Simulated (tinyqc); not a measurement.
Both saturation currents from two open-circuit voltages.

Question. Without shunt, at open circuit JL = J01 (exp(Voc/Vt) - 1) + J02 (exp(Voc/(2 Vt)) - 1). Find J01, J02 and the mean ideality (Voc2 - Voc1)/(Vt ln(JL2/JL1)).

Inputs (values chosen for the exercise):
```
symbol,value,unit,meaning
T,298.15,K,temperature
```

Constants: q = 1.602176634e-19 C, kB = 1.380649e-23 J/K, Vt = kB T/q. Results are converted to the units shown.

photocurrents (mA/cm^2): [41.4, 2.07]
Voc (V): [0.29666971, 0.18955911]

Answer. The relation is linear in J01 and J02, so two light levels give two equations; series resistance plays no part at open circuit.

J01 = 2.700e-7 A/cm^2
J02 = 4.200e-5 A/cm^2
mean ideality = 1.392

Numbers from tinyqc (`OMP_NUM_THREADS=1 python tinyqc.py 2280110 2280111 out.jsonl`; about 0.01 s on one thread of a shared Intel Xeon 2.30GHz).
